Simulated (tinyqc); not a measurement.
# Illuminated p-n diode, drift-diffusion by the Gummel loop with Scharfetter-Gummel fluxes: current against voltage in the dark

Abrupt junction at x = 0, p side from -Lp, n side to Ln, ohmic contacts. psi is counted from the intrinsic level; n = ni exp((psi - phin)/Vt), p = ni exp((phip - psi)/Vt). Contacts: p side psi = V - Vt ln(Na/ni), p = Na, n = ni^2/Na; n side psi = Vt ln(Nd/ni), n = Nd, p = ni^2/Nd. Constant mobilities, D = mu Vt, Boltzmann statistics, SRH recombination through a mid-gap level, U = (n p - ni^2)/(tp (n + ni) + tn (p + ni)). Current is positive from the p contact to the n contact.

ni = sqrt(Nc Nv) exp(-Eg/(2 Vt)), Eg in volts. Poisson and both continuity equations are solved self-consistently with Scharfetter-Gummel fluxes on a graded mesh of 500 nodes. J_scr is q times the integral of U between -xp and xn. Ideal diffusion current J_id = q ni^2 [Dn coth(wp/Le)/(Le Na) + Dp coth(wn/Lh)/(Lh Nd)] (exp(V/Vt) - 1), Le = sqrt(Dn tn), Lh = sqrt(Dp tp), wp = Lp - xp, wn = Ln - xn, with xp and xn from the depletion approximation (W = sqrt(2 eps0 eps_r (Vbi - V)(1/Na + 1/Nd)/q), xp = W Nd/(Na + Nd), xn = W Na/(Na + Nd), Vbi = Vt ln(Na Nd/ni^2)). Ideality factor = 0.004 V/(Vt ln[J(V + 0.004 V)/J(V)]). Here G = 0.

Parameters, values chosen for the exercise; band and dielectric values close to those of silicon: temperature T = 300 K; band gap Eg = 1.13 eV; relative permittivity eps_r = 11.6; conduction-band density of states at T Nc = 2.8e19 cm^-3; valence-band density of states at T Nv = 2.66e19 cm^-3; acceptor density of the p side Na = 4.4e16 cm^-3; donor density of the n side Nd = 1.3e16 cm^-3; electron mobility mun = 1100 cm^2/(V s); hole mobility mup = 370 cm^2/(V s); SRH lifetime of electrons tn = 1e-8 s; SRH lifetime of holes tp = 4e-8 s; length of the p side Lp = 1.4 um; length of the n side Ln = 0.94 um; uniform generation rate G = 0 cm^-3 s^-1.

Constants: q = 1.602176634e-19 C, kB = 1.380649e-23 J/K, Vt = kB T/q, eps0 = 8.8541878128e-14 F/cm where lengths are in cm. Results are converted to the units shown.

Results:

| V (V) | J (A/cm^2) | ideality factor | J_scr/J (%) | J_id (A/cm^2) | share recombining at the contacts (%) | larger minority/doping at -xp and xn |
|---|---|---|---|---|---|---|
| 0.15 | 1.54e-6 | 1.77 | 96.0 | 6.20e-8 | 3.93 | 2.35e-10 |
| 0.22 | 7.26e-6 | 1.69 | 87.4 | 9.21e-7 | 12.4 | 3.50e-9 |
| 0.28 | 3.11e-5 | 1.48 | 70.4 | 9.28e-6 | 29.1 | 3.53e-8 |
| 0.34 | 1.68e-4 | 1.26 | 45.0 | 9.35e-5 | 54.1 | 3.57e-7 |
| 0.46 | 0.0103 | 1.05 | 9.37 | 0.00945 | 89.1 | 3.60e-5 |
| 0.52 | 0.0973 | 1.02 | 3.71 | 0.0949 | 94.7 | 3.59e-4 |
| 0.59 | 1.39 | 1.02 | 1.27 | 1.40 | 97.0 | 0.00512 |
| 0.65 | 13.3 | 1.05 | 0.502 | 14.0 | 97.7 | 0.0457 |

Estimate the missing row, V = 0.4 V.

Computed row:

| V (V) | J (A/cm^2) | ideality factor | J_scr/J (%) | J_id (A/cm^2) | share recombining at the contacts (%) | larger minority/doping at -xp and xn |
|---|---|---|---|---|---|---|
| 0.4 | 0.00120 | 1.11 | 22.3 | 9.40e-4 | 76.4 | 3.59e-6 |

With this row back in the table: J rises from 1.54e-6 to 13.3 A/cm^2; the ideality factor goes from 1.77 through a minimum of 1.02 (at V = 0.59 V among the rows listed) to 1.05. Recombination in the depleted layer carries over half of the current up to V = 0.28 V, where the factor is 1.48; it grows roughly as exp(V/2 Vt), so diffusion overtakes it. Where the factor is lowest (V = 0.59 V), J is 0.71 % below the ideal diffusion current.

Numbers from tinyqc (`OMP_NUM_THREADS=1 python tinyqc.py 2240072 2240073 out.jsonl`; about 0.5 s on one thread of a shared Intel Xeon 2.30GHz).
